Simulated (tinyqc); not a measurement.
Semiconductor laser, carrier and photon rate equations: two steps of the calculation.

Carrier density N and photon density S in one mode: dN/dt = F1 = eta I/(q V) - (A N + B N^2 + C N^3) - vg g S; dS/dt = F2 = G vg g S + G be B N^2 - S/tp, with g = g0 ln(N/Ntr)/(1 + ec S). Output power P = Fo Eph S V/(G tp). No heating, no carrier transport.

Parameters, values chosen for the exercise:
```
symbol,value,unit,meaning
V,3.6e-11,cm^3,active volume
G,0.096,,confinement factor
vg,7.46e9,cm/s,group velocity
g0,1500,1/cm,gain coefficient
Ntr,1.7e18,cm^-3,transparency density
ec,6.9e-18,cm^3,gain compression
tp,3,ps,photon lifetime
A,1.6e8,1/s,defect recombination coefficient
B,9.8e-11,cm^3/s,radiative coefficient
C,1.8e-29,cm^6/s,Auger coefficient
be,0.00095,,share of spontaneous emission into the mode
eta,0.75,,injection efficiency
Fo,0.32,,share of cavity losses that is output
Eph,1.9,eV,photon energy
I,34,mA,drive current
dt,3,ps,time step
```

Constants: q = 1.602176634e-19 C. Results are converted to the units shown.

Question 1. Power, relaxation frequency, damping and bandwidth. Jacobian, with a = g0/(N (1 + ec S)) and d = g/(1 + ec S): J11 = -(A + 2 B N + 3 C N^2) - vg a S, J12 = -vg d, J21 = G vg a S + 2 G be B N, J22 = G vg d - 1/tp. wR^2 = det J, gamma = -trace J, fR = wR/(2 pi); the response wR^2/(wR^2 - w^2 + i gamma w) falls to 1/sqrt(2) at w^2 = x + sqrt(x^2 + wR^4), x = wR^2 - gamma^2/2 (f3dB = w/(2 pi)).

N = 2.323116209e18 cm^-3
S = 9.490474549e14 cm^-3

Give: P; fR; gamma; f3dB.

Answer 1.

P = 11.56 mW
fR = 6.197 GHz
gamma = 7.668 1/ns
f3dB = 9.562 GHz

Question 2. One Runge-Kutta step of a transient. y = (N, S), k1 = F(y), k2 = F(y + dt k1/2), k3 = F(y + dt k2/2), k4 = F(y + dt k3), y(new) = y + dt (k1 + 2 k2 + 2 k3 + k4)/6.

(N, S) at the start: N (1e18 cm^-3) 2.37, S (1e15 cm^-3) 0.475

Wanted: slopes per ps, N in 1e18 and S in 1e15 cm^-3; (N, S) after the step.

Answer 2.

slopes per ps, N in 1e18 and S in 1e15 cm^-3:

|  | dN/dt | dS/dt |
|---|---|---|
| k1 | 0.0014915 | 0.010704 |
| k2 | 0.0014250 | 0.011541 |
| k3 | 0.0014206 | 0.011547 |
| k4 | 0.0013494 | 0.012418 |

(N, S) after the step: N (1e18 cm^-3) 2.3743, S (1e15 cm^-3) 0.50965

Numbers from tinyqc (`OMP_NUM_THREADS=1 python tinyqc.py 2840130 2840131 out.jsonl`; about 0.01 s on one thread of a shared Intel Xeon 2.30GHz).
